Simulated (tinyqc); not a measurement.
What an interlayer buys: scattering of inversion-layer electrons by surface optical phonons of the gate insulator (remote phonon scattering). Computed by tinyqc, a small Python program. Command: `OMP_NUM_THREADS=1 python tinyqc.py 3111521 3111522 out.jsonl sophonon walk`. One thread of a shared host (Intel(R) Xeon(R) Processor @ 2.30GHz), about 0.01 s of CPU time with the checks.

One subband with the Fang-Howard envelope; insulator and channel are half-spaces, the gate is far away, and an interlayer only moves the polar surface away by t (its own modes and its permittivity contrast are left out).

Inputs (values chosen for the exercise, modelled on HfO2 on silicon):
```
quantity                                   value        unit
static constant of the insulator eps_0s     21.5           -
intermediate constant eps_i                 6.68           -
optical constant eps_inf                    5.01           -
hbar omega_TO1                              12.5         meV
hbar omega_TO2                              47.7         meV
constant of the channel eps_s               11.7           -
in-plane mass m                            0.187         m_0
valleys g_v                                    2           -
sheet density n                          3.7e+12      1/cm^2
mean distance of the electrons z0 = 3/b      2.6          nm
interlayer thickness t                      0.92          nm
temperature T                                400           K
mobility from other processes                200  cm^2/(V s)
```

Screening by the channel electrons: none.

Constants: k_B = 8.617333262e-05 eV/K; hbar^2/(2 m_0) = 3.80998212 eV angstrom^2; e^2/(4 pi eps_0) = 14.39964548 eV angstrom; hbar = 6.582119569e-16 eV s; e = 1.602176634e-19 C; m_0 = 9.1093837015e-31 kg.

Method:
- eps(w) = eps_inf + (eps_0s - eps_i) w1^2/(w1^2 - w^2) + (eps_i - eps_inf) w2^2/(w2^2 - w^2). Surface modes solve eps(w) + eps_s = 0, a quadratic in w^2; the strength of a mode is g = 2/(w d eps/dw).
- Occupation N = 1/(exp(hbar w/(k_B T)) - 1).
- Density of states D = g_v m/(pi hbar^2); eta = E_F/(k_B T) = ln(exp(n/(D k_B T)) - 1); screening wave number q_s = e^2 D/(2 eps_0 eps_avg) x 1/(1 + exp(-eta)), eps_avg = (eps_s + eps_inf)/2; b = 3/z0.
- For a mode of strength g, without the occupation factor, Area x |M(q)|^2 = e^2 hbar w g/(2 eps_0 q) x (b/(b + q))^6 exp(-2 q t).
- Approximate momentum relaxation rate, taking tau v alike in the initial and final states: 1/tau = (m/(2 pi hbar^3)) sum over modes and over absorption (N, E' = E + hbar w) and emission (N + 1, E' = E - hbar w > 0) of [(1 - f(E'))/(1 - f(E))] int_0^(2 pi) Area |M(q)|^2 (1 - cos theta) d theta, q^2 = k^2 + k'^2 - 2 k k' cos theta, f the Fermi function; 48 midpoints in theta from 0 to pi.
- mu = (e/m) int tau E f (1 - f) dE/(k_B T int f dE), by 300 midpoints from 0 to (max(eta, 0) + 14) k_B T; Matthiessen sum with the other processes.

hbar omega_SO (meV): 1 16.7525, 2 50.1684

strengths g: 1 0.0236604, 2 0.0060635

occupations N: 1 1.59791, 2 0.30428

b = 1.15385 1/nm

q_s = 0.840752 1/nm

eta = -0.0121945

Against the interlayer thickness:
```
t (nm)  remote-phonon mobility (cm^2/(V s))  total (cm^2/(V s))
0.0                                    3464              189.08
0.3                                    5047              192.38
0.6                                    6991              194.44
1.0                                   10153              196.14
1.5                                   15064              197.38
2.0                                   21127              198.12
3.0                                   37222              198.93
```

1 nm of interlayer raises the remote-phonon mobility by a factor 2.93, as exp(2 q t) with an effective q of 0.54 per nm; between 2 and 3 nm the effective q is 0.28. The total goes from 189 to 196 over the first nanometre.

Extremes, crossings and ranges named in words are read from the listed rows.
